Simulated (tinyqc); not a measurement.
The 3-omega method: a line heater on a substrate with a thin film. Changing the heater half-width b. Computed by tinyqc, a small Python program. Command: `OMP_NUM_THREADS=1 python tinyqc.py 3029396 3029397 out.jsonl threeomega sweep`. One thread of a shared host (Intel(R) Xeon(R) Processor @ 2.30GHz), about 0.02 s of CPU time with the checks.

A current at angular frequency omega = 2 pi f heats the line at 2 omega with the amplitude P per length; the temperature swing Delta T at 2 omega gives a voltage at 3 omega. The substrate is taken as semi-infinite and isotropic, and the heat capacity of heater and film is left out.

Inputs (values chosen for the exercise, modelled on hafnia on gallium nitride):
```
quantity                                    value           unit
substrate conductivity kappa                  179        W/(m K)
substrate heat capacity C                    2.95  1e6 J/(m^3 K)
power amplitude per length P                   36            W/m
current frequency f                            83             Hz
film thickness t                               76             nm
film conductivity kappa_f                     1.1        W/(m K)
interface resistance R_i                       17       m^2 K/GW
substrate thickness d_s                       525     micrometre
temperature coefficient of resistance beta    3.6         1e-3/K
voltage amplitude V_1                         1.1              V
```

Method:
- D = kappa/C; q = sqrt(2 i omega/D); penetration depth 1/|q| = sqrt(D/(2 omega)).
- Delta T_s = (P/(pi kappa)) int_0^infinity (sin x/x)^2 / sqrt(x^2 + (q b)^2) dx with (q b)^2 = i |q b|^2, averaged over the heater width (12 Gauss-Legendre points on each of the pieces 0, 14 log-spaced edges from 1e-5 to 1, and multiples of pi to 40 pi; the tail adds 1/(4 (40 pi)^2)).
- For |q| b much below 1: Delta T_s = (P/(pi kappa)) [-ln(|q| b) + eta - i pi/4], eta = 3/2 - C_E = 0.92278, with Euler's C_E = 0.5772157.
- One-dimensional flow across the film: Delta T_f = P (t/kappa_f + R_i)/(2 b); total in-phase swing Delta T = Delta T_s + Delta T_f; third-harmonic amplitude V_3 = V_1 beta |Delta T|/2 with the out-of-phase part included; the apparent film conductivity is t/(t/kappa_f + R_i).
- Take the in-phase swing at f and at 2f; in the narrow-line limit kappa = P ln 2/(2 pi [Delta T(f) - Delta T(2f)]), whatever the film and the heater width.

One run for each value; columns: (1) heater half-width b (micrometre); (2) error of the slope method (%); (3) in-phase Delta T_s (K); (4) Delta T_f (K); (5) film share of the in-phase swing; (6) |q| b:
```
(1)           (2)      (3)     (4)      (5)      (6)
0.50   1.6231e-04  0.45462  3.0993  0.87208  0.00207
0.94   5.7364e-04  0.41421  1.6485  0.79920  0.00390
3.40   7.5028e-03  0.33191  0.4558  0.57863  0.01410
6.30   2.5745e-02  0.29243  0.2460  0.45686  0.02612
12.00  9.3238e-02  0.25119  0.1291  0.33954  0.04975
22.00  3.1198e-01  0.21244  0.0704  0.24901  0.09121
42.00  1.1235e+00  0.17122  0.0369  0.17728  0.17413
80.00  3.9673e+00  0.13061  0.0194  0.12915  0.33168
```

Give the missing row, heater half-width b (micrometre) = 1.80.

Computed row; columns: (1) heater half-width b (micrometre); (2) error of the slope method (%); (3) in-phase Delta T_s (K); (4) Delta T_f (K); (5) film share of the in-phase swing; (6) |q| b:
```
(1)          (2)      (3)     (4)      (5)      (6)
1.80  2.1033e-03  0.37262  0.8609  0.69792  0.00746
```

Interpolating between the two neighbouring rows (the first column on a logarithmic scale, the others too where they are positive) misses most in film share of the in-phase swing, by 2.7 %. Over the rows, error of the slope method (%) rises from 1.62e-4 to 3.97 (exponent d ln y / d ln x about 2.0 throughout); in-phase Delta T_s (K) falls from 0.455 to 0.131 (exponent d ln y / d ln x -0.15 between the first rows and -0.42 between the last); Delta T_f (K) falls from 3.10 to 0.0194 (exponent d ln y / d ln x about -1.0 throughout). The exponent of Delta T_f stays at -1: the flux is P/(2b). Narrow heaters keep the slope method exact and raise the film signal as 1/b, while the substrate signal changes only as ln b as long as |q| b is well below 1.

Caution (all rows): the penetration depth exceeds a fifth of the substrate thickness, so the back face is felt and the semi-infinite formula fails.
